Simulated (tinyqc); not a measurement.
What each parameter does: Landau levels of a non-parabolic (Kane) conduction band at kz = 0.

Three-level Kane model: E = (N + 1/2) 2 muB B/m(E) + s g(E) muB B, s = +/-1/2, with 1/m(E) = 1 + (Ep/3)(2/(E + Eg) + 1/(E + Eg + Dso)) and g(E) = 2 - (2 Ep/3)(1/(E + Eg) - 1/(E + Eg + Dso)); E from the band edge, solved self-consistently; remote bands are left out, and so is the confinement energy of a real sheet, which raises m and lowers |g|.

In a field B along z: l = 1/sqrt((e/hbar) B) is the magnetic length, n_B = B/(h/e) the number of states per area in one level, hbar wc = 2 muB B/m for mass m in m0; 1/angstrom^2 = 1e16/cm^2.

Each listed level takes n_B electrons. At zero temperature and without broadening EF sits in the partly filled level.

Constants: e/hbar = 1.519267448e-05 1/(T angstrom^2); h/e = 413566.7697 T angstrom^2; muB = 5.788381798e-05 eV/T.

Inputs chosen for the exercise (near those of GaSb; the results hold for these values, not for the real material): Eg = 0.814 eV (gap); Dso = 0.753 eV (spin-orbit splitting); Ep = 27.2 eV (Kane energy); B = 8.4 T (magnetic field); n = 2.2 x 1e11/cm^2 (electron sheet density).

The second and third levels from below, nu = n/n_B, and EF.

Results for these values:
```
case  second level (meV)  third level (meV)    nu  EF (meV)
base               15.94              38.77  1.08     15.94
```

What happens to each result for B = 7.14 T, all else kept?

Answer: second level falls from 15.94 to 13.58; third level falls from 38.77 to 33.14; nu rises from 1.08 to 1.27; EF falls from 15.94 to 13.58.

The same for each parameter in turn:
```
case                  second level (meV)  third level (meV)    nu  EF (meV)
base                               15.94              38.77  1.08     15.94
B = 7.14 T                         13.58              33.14  1.27     13.58
Eg = 0.977 eV                      13.35              33.75  1.08     13.35
Dso = 0.64 eV                      15.94              39.57  1.08     15.94
Ep = 32.6 eV                       19.03              45.78  1.08     19.03
n = 1.87 x 1e11/cm^2               15.94              38.77  0.92     11.89
```

Run: tinyqc, `OMP_NUM_THREADS=1 python tinyqc.py 1281678 1281679 out.jsonl`; Intel(R) Xeon(R) Processor @ 2.30GHz, one thread, shared host; about 0.1 s of CPU time with all checks.
